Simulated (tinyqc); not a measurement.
What moves the results: optical gain and spontaneous emission in a bulk direct-gap semiconductor. A value that a table varies takes the place of the one given here.

Parabolic bands, vertical transitions, no excitons. For each hole band j: mr = me mj/(me + mj); joint density of states J_j(E) = (mr/c)^(3/2) sqrt(E - Eg)/(2 pi^2), both spins, c = hbar^2/2m0; averaged matrix element |e.p|^2 = m0 Ep/6; alpha_j(E) = 4 pi^2 alpha_f c Ep J_j/(3 nr E) in 1/angstrom (alpha_f the fine-structure constant, listed as alpha among the constants), times 1e8 for 1/cm.

F_j(eta) = (1/Gamma(j + 1)) integral_0^infinity x^j dx/(1 + exp(x - eta)), which tends to exp(eta) for eta << 0.

Quasi-Fermi levels: n = Nc F_1/2(Fc/kT) and p = Nv F_1/2(Fv/kT), Fc counted up from the conduction edge and Fv down from the valence edge; Nc, Nv from N = 2 (m kB T/(4 pi c))^(3/2) with c = hbar^2/2m0, in 1/angstrom^3; times 1e24 for 1/cm^3, with me and (mhh^(3/2) + mlh^(3/2))^(2/3).

For band j the electron sits at Ee = (E - Eg) mr/me above its edge and the hole at Eh = (E - Eg) mr/mj; fe = 1/(1 + exp((Ee - Fc)/kT)), fh = 1/(1 + exp((Eh - Fv)/kT)); gain g = sum_j alpha_j (fe + fh - 1).

Spontaneous rate: R = integral of (nr E/(hbar c))^2/(pi^2 hbar) sum_j alpha_j fe fh dE, with alpha in 1/cm and (nr E/(hbar c))^2 in 1/cm^2 (1e16 per 1/angstrom^2); B = R/(n p); lifetime n/R.

Constants: hbar^2/2m0 = 3.80998211 eV angstrom^2; fine-structure constant alpha = 0.007297352564; kB = 8.617333262e-05 eV/K; hbar = 6.58211957e-16 eV s; hbar c = 1973.269805 eV angstrom.

Parameters, chosen for this exercise (near those of GaAs; not measured data):
```
symbol  value    unit    meaning
Eg      1.42     eV      direct gap
me      0.0676   m0      electron mass
mhh     0.493    m0      heavy-hole mass
mlh     0.0829   m0      light-hole mass
Ep      26.3     eV      Kane energy
nr      3.6              refractive index
T       300      K
n       3.1e+18  1/cm^3  injected density, n = p
```

## Peak gain against injection

The peak is the largest g over E; a dash marks no gain.

Gain:
```
n (1/cm^3)  Fc (eV)  Fv (eV)  peak gain (1/cm)  peak E - Eg (eV)  B (cm^3/s)
6.1e+17      0.0208  -0.0698                 -                 -    2.36e-10
9.8e+17      0.0404  -0.0572                 -                 -    2.22e-10
1.4e+18      0.0577  -0.0475                44            0.0035    2.08e-10
1.7e+18      0.0684  -0.0422               178            0.0094    1.99e-10
2.2e+18      0.0844  -0.0351               438            0.0187    1.86e-10
2.8e+18      0.1015  -0.0282               751            0.0290    1.73e-10
3.7e+18      0.1245  -0.0202              1188            0.0428    1.58e-10
4.9e+18      0.1519  -0.0117              1699            0.0584    1.42e-10
```

transparency density (Fc + Fv = 0) = 1.23e+18 1/cm^3

What can be read from the table?

Gain starts at 1.23e+18 1/cm^3, where Fc = -Fv = 0.0511 eV: with Nv/Nc = 21 the electrons must be degenerate before the holes are. The slope of peak gain against n is 4.46e-16 cm^2 between the first two rows with gain and 4.26e-16 between the last two; the peak moves from 0.0035 to 0.0584 eV above the gap as the bands fill, and B falls by a factor 1.67. Line broadening and gap shrinkage are left out.

## Gain spectrum

At the density n.

Spectrum:
```
E - Eg (eV)  alpha, empty (1/cm)  fe, heavy  fh, heavy  g (1/cm)
0.005                       1959      0.983      0.268       485
0.010                       2761      0.980      0.264       653
0.020                       3877      0.972      0.255       830
0.030                       4715      0.961      0.246       897
0.045                       5716      0.937      0.233       860
0.060                       6533      0.900      0.221       673
0.080                       7444      0.819      0.205       152
0.100                       8213      0.697      0.191      -747
0.130                       9183      0.453      0.170     -2774
0.170                      10237      0.175      0.145     -5781
0.220                      11290      0.037      0.119     -8630
```

Fc + Fv = 0.0841 eV

What does this show?

g is positive below E - Eg = 0.0841 eV; the largest value listed is 897 1/cm at 0.030 eV. At 0.220 eV above the gap g is -0.76 times the absorption of the empty crystal, whose limit is -1.

## Transparency density and B against temperature

Eg is held fixed; B is taken at n = 1e15 1/cm^3.

Results:
```
T (K)  transparency density (1/cm^3)  Fc/kT there  B (cm^3/s)
100                         2.37e+17        1.975    1.35e-09
150                         4.35e+17        1.975    7.40e-10
200                         6.69e+17        1.975    4.83e-10
250                         9.35e+17        1.975    3.47e-10
300                         1.23e+18        1.975    2.65e-10
350                         1.55e+18        1.975    2.11e-10
400                         1.89e+18        1.975    1.74e-10
500                         2.65e+18        1.975    1.26e-10
```

How do the results move?

Fc/kT at transparency stays at 1.975, since it depends on Nv/Nc alone, so the density goes as T^1.50. B goes as T^-1.48, against T^-1.5 for non-degenerate carriers: hot carriers spread over k and fewer pairs share a wave vector.

## What moves transparency and gain

Transparency is Fc + Fv = 0; the peak is the largest g over E at the density n (0 if none). Each row changes one parameter from the base and keeps the others.

Results:
```
case                 transparency density (1/cm^3)  Fc + Fv (eV)  peak gain (1/cm)
base                                      1.23e+18        0.0841               902
me = 0.0777 m0                            1.41e+18        0.0683               895
mhh = 0.296 m0                            9.52e+17        0.1050              1564
Ep = 28.9 eV                              1.23e+18        0.0841               991
T = 340 K                                 1.48e+18        0.0730               672
n = 4.03e+18 1/cm^3                       1.23e+18        0.1147              1336
nr = 3.78                                 1.23e+18        0.0841               859
```

How do the results move?

The largest shifts from the base row, up to three for each result and ties (the steps differ in size, so this ranks the rows, not the parameters). transparency density (1/cm^3): mhh -2.77e+17, T +2.54e+17, me +1.77e+17; unchanged at the printed digits by Ep, n and nr. Fc + Fv (eV): n +0.0306, mhh +0.0209, me -0.0158; unchanged at the printed digits by Ep and nr. peak gain (1/cm): mhh +662, n +434, T -230.

Computed by tinyqc, a small Python program: `OMP_NUM_THREADS=1 python tinyqc.py 1681774 1681775 out.jsonl` (the numbers bound the seed that draws the inputs); one thread of a shared host (Intel(R) Xeon(R) Processor @ 2.30GHz), about 0.09 s for the whole set of steps.
